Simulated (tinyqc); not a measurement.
# Resistance of a tapered via with liner, size effect and interface: via resistance against the diameter at the bottom

A round via whose diameter grows from db at the bottom as D(z) = db + 2 z/tan(ang). The fill, of diameter D - 2 tl, starts above the bottom liner (thickness fb tl) and has rho = rho0 (1 + ks lam/(D - 2 tl)); the sidewall liner conducts in parallel with it. The bottom liner and the interface are crossed over the full area pi db^2/4. Spreading in the lines above and below is left out.

Slices between z0 = fb tl and hv, evaluated at their midpoints: conductance per length pi/4 [(D - 2 tl)^2/rho + (D^2 - (D - 2 tl)^2)/rl], slice resistance = slice height over that. 2000 slices. R_fill = sum of the slices; R_bottom = rl fb tl/(pi db^2/4); R_interface = ri/(pi db^2/4); ballistic (Sharvin) limit 1/(Sb pi (db - 2 tl)^2/4); ideal cylinder rho0 hv/(pi db^2/4).

Values chosen for this exercise; fill metal close to cobalt: height hv = 23 nm; sidewall angle ang = 86 degrees; bulk resistivity of the fill rho0 = 6.11 uohm cm; mean free path of the fill lam = 11.8 nm; size-effect factor ks = 0.7; liner on the sidewall tl = 1.7 nm; liner at the bottom over that on the sidewall fb = 1; resistivity of the liner rl = 320 uohm cm; interface resistivity at the bottom ri = 6.6e-12 ohm cm^2; ballistic conductance per area, about 3/(4 rho0 lam) Sb = 1e15 S/m^2.

Result of one run:

| R_fill (ohm) | R_bottom (ohm) | R_interface (ohm) | R (ohm) | ballistic limit (ohm) | R over ideal cylinder | largest part |
|---|---|---|---|---|---|---|
| 0.5977 | 2.059 | 0.2498 | 2.906 | 0.4271 | 5.464 | bottom liner |

Which diameter at the bottom db gave this result: 16, 22, 42, 58 or 80 nm?

db = 58 nm.

The whole series:

| db (nm) | R_fill (ohm) | R_bottom (ohm) | R_interface (ohm) | R (ohm) | ballistic limit (ohm) | R over ideal cylinder | largest part |
|---|---|---|---|---|---|---|---|
| 6 | 272.0 | 192.4 | 23.34 | 487.7 | 188.3 | 9.813 | fill |
| 8.3 | 86.50 | 100.5 | 12.20 | 199.2 | 53.03 | 7.671 | bottom liner |
| 11 | 36.12 | 57.24 | 6.945 | 100.3 | 22.04 | 6.784 | bottom liner |
| 16 | 12.71 | 27.06 | 3.283 | 43.05 | 8.020 | 6.159 | bottom liner |
| 22 | 5.624 | 14.31 | 1.736 | 21.67 | 3.680 | 5.862 | bottom liner |
| 30 | 2.659 | 7.696 | 0.9337 | 11.29 | 1.799 | 5.678 | bottom liner |
| 42 | 1.225 | 3.927 | 0.4764 | 5.628 | 0.8545 | 5.548 | bottom liner |
| 58 | 0.5977 | 2.059 | 0.2498 | 2.906 | 0.4271 | 5.464 | bottom liner |
| 80 | 0.2981 | 1.082 | 0.1313 | 1.512 | 0.2170 | 5.407 | bottom liner |

R falls from 488 to 1.51 ohm. The fill is the largest part at db = 6, the bottom liner from 8.3 on. R goes as db^(-2.76) between the first two rows and db^(-2.03) between the last two; area alone gives -2. In every row the ballistic limit exceeds half of R_fill, so the diffusive model understates R.

tinyqc, about 0.01 s, one thread, Intel Xeon 2.30GHz (shared host): `OMP_NUM_THREADS=1 python tinyqc.py 2750021 2750022 out.jsonl`
